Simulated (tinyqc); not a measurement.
Worked calculation: electron mobility of a polar semiconductor by Rode's iterative solution of the Boltzmann equation. Computed by tinyqc, a small Python program that keeps every step. Command: `OMP_NUM_THREADS=1 python tinyqc.py 3015557 3015558 out.jsonl rode walk`. One thread of a shared host (Intel(R) Xeon(R) Processor @ 2.30GHz), about 0.01 s of CPU time with the checks. Intermediate numbers are printed to about 7 digits and carried at full precision; extremes and crossings named in words are read from the listed rows.

The distribution is f(E) + e F l(E) (-df/dE) cos(theta) for a weak field F, theta counted from the force; l(E) is a mean free path. Elastic processes enter by their momentum rate, polar optical phonons by out- and in-scattering terms. One valley only: where upper valleys lie close, measured mobilities are lower. The density n is prescribed, even where a narrow-gap material would have more intrinsic carriers.

Inputs (values chosen for the exercise, modelled on CdTe):
```
quantity                               value    unit
effective mass m                       0.096     m_0
non-parabolicity alpha                   0.5    1/eV
static permittivity eps_s               10.2       -
high-frequency permittivity eps_inf      7.1       -
density rho                             5850  kg/m^3
sound velocity v_l                      3370     m/s
acoustic deformation potential D_A       6.4      eV
optical phonon energy hbar w            20.7     meV
electron density n                   1.2e+16  1/cm^3
compensation ratio C                    0.78       -
temperature T                            300       K
grid points per phonon energy s            8       -
iteration cap                            200       -
```

Band: Kane. Elastic processes: acoustic, impurity.

Constants: k_B = 8.617333262e-05 eV/K; m_0 = 9.1093837015e-31 kg; e = 1.602176634e-19 C; hbar = 1.054571817e-34 J s; eps_0 = 8.8541878128e-12 F/m; k_B = 1.380649e-23 J/K; hbar = 6.582119569e-16 eV s.

## Fermi level and screening

Kane band: hbar^2 k^2/(2 m) = E (1 + alpha E), speed v = hbar k/(m (1 + 2 alpha E)), states per spin, volume and energy g(E) = m k (1 + 2 alpha E)/(2 pi^2 hbar^2); overlap factors are set to 1. Masses are multiplied by m_0 and all formulas are in SI units. The reduced Fermi level eta = E_F/(k_B T) solves n = 2 Z int g f dE with f = 1/(1 + exp(x - eta)) (Z = 1 unless valleys are given); screening length L_s = sqrt(eps_s eps_0 k_B T/(e^2 dn/deta)), dn/deta = 2 Z int g f (1 - f) dE. Integrals over x = E/(k_B T) use 160 Gauss-Legendre points in u = sqrt(x) from 0 to sqrt(max(eta, 0) + 32). N_I = n (1 + C)/(1 - C).

reduced Fermi level eta = -4.172934

screening length L_s = 34.93984 nm

ionised impurity density N_I = 9.709091e+16 1/cm^3

## Rates on one ladder of the grid

Phonon occupation N_q = 1/(exp(hbar w/(k_B T)) - 1). Acoustic deformation potential (elastic, equipartition, absorption and emission together): 1/tau = 2 pi k_B T D_A^2 g(E)/(hbar rho v_l^2). Singly charged impurities, momentum relaxation: 1/tau = N_I e^4 m (1 + 2 alpha E) Phi/(8 pi (eps_s eps_0)^2 hbar^3 k^3), with alpha = 0 for a parabolic band. Brooks-Herring: Phi = ln(1 + b) - b/(1 + b), b = 4 k^2 L_s^2. Polar optical, unscreened: W = e^2 w (1/eps_inf - 1/eps_s) m (1 + 2 alpha E') ln|(k + k')/(k - k')| / (4 pi eps_0 hbar^2 k), times N_q for absorption (E' = E + hbar w) and N_q + 1 for emission (E' = E - hbar w > 0), with alpha = 0 for a parabolic band; mean cosine of the angle <cos> = (k^2 + k'^2)/(2 k k') - 1/ln|(k + k')/(k - k')|. Energy grid E_j = (j + 1/2) hbar w/s, j = 0, 1, ..., up to (max(eta, 0) + 18) k_B T, so that E_j +/- hbar w are grid points; l = 0 beyond the grid; integrals are sums times the spacing. With f' = f(E'): out-scattering S_o = sum over absorption and emission of W (1 - f')/(1 - f); nu = sum of elastic rates; the in-scattering weights are c+ = W_abs <cos> (1 - f')/(1 - f) for E' = E + hbar w and c- likewise for emission.

Points j = s/2, s/2 + s, ... (the first seven rungs, or as many as the grid holds), rates in 1e12/s:
```
E (meV)    v (m/s)        nu       S_o        c+        c-
11.6438   204771.5  18.77380  16.55465  6.782922   0.00000
32.3438   336158.8   5.50981  36.48557  8.333719   8.74232
53.0438   424174.8   3.26391  39.83180  8.689764  14.06810
73.7438   492963.3   2.46143  39.85348  8.776560  15.98190
94.4437   550050.5   2.10000  39.30741  8.774910  16.84497
115.1437  599010.4   1.92499  38.66588  8.740313  17.27786
135.8438  641890.7   1.84442  38.04744  8.693757  17.50587
```

Points one phonon energy apart are coupled only to each other, so the grid falls into s independent ladders.

## The first two iterations on one ladder of the grid

Iteration: l_new(E) = [v(E) + c+ l(E + hbar w) + c- l(E - hbar w)]/(nu + S_o), from l = 0.

l after iteration 1 (nm): 5.79622  8.00466  9.84262  11.64987  13.28387  14.75727  16.09077

l after iteration 2 (all rungs but the last shown) (nm): 7.33308  11.16449  14.80472  18.12255  21.15047  23.87644

In-scattering lengthens l on the lowest rung by 26.5 % and on the second by 39.5 % in this step.

## The whole iteration

mu = e sum g v l f (1 - f) / (3 k_B T sum g f) over the grid; stop when mu changes by less than 1e-8 of itself.

Course of the iteration:
```
iteration  mu (cm^2/(V s))  relative change
1                 425.5849     1.000000e+00
2                 631.2019     3.257547e-01
3                 737.6896     1.443530e-01
4                 794.0341     7.095983e-02
5                 824.6500     3.712591e-02
6                 841.5061     2.003086e-02
7                 850.9370     1.108304e-02
...                    ...              ...
29                863.5264     1.359172e-07
30                863.5264     8.422100e-08
31                863.5265     5.228146e-08
32                863.5265     3.250436e-08
33                863.5265     2.024142e-08
34                863.5265     1.262250e-08
35                863.5266     7.882958e-09
```

mobility mu = 863.5266 cm^2/(V s)

iterations = 35

Converged in 35 iterations; mu rises at every step, from 425.6 to 863.5, since each step returns more of the forward-scattered current.

## Approximations against the iterative solution

Self-energy RTA: l = v/(nu + S_o), the first iteration. Momentum RTA: l = v/(nu + S_o - c+ v(E + hbar w)/v - c- v(E - hbar w)/v), listed only where the denominator is positive on the whole grid. The polar-only value solves the same system with nu = 0; the elastic value takes l = v/nu.

Mobilities:
```
method                              mu (cm^2/(V s))  deviation (%)
iterative solution                          863.527         0.0000
self-energy RTA                             425.585       -50.7155
momentum RTA                                871.571         0.9316
polar phonons alone, exact                 1148.459        32.9964
elastic processes alone                    5469.341       533.3727
Matthiessen's rule on the last two          949.155         9.9161
```

self-energy RTA mobility = 425.5849 cm^2/(V s)

polar-phonon mobility = 1148.459 cm^2/(V s)

elastic mobility = 5469.341 cm^2/(V s)

error of the self-energy RTA = -50.71548 %

The self-energy RTA is 50.7 % low: it counts every polar event as a full loss of current, though forward events keep part of it. Here hbar w/k_B T = 0.80. Matthiessen's rule is 9.9 % high. The momentum RTA deviates by +0.9 %.

Checks made by the program: iterated mobility against a direct solution of the banded linear system (relative difference 1e-08).
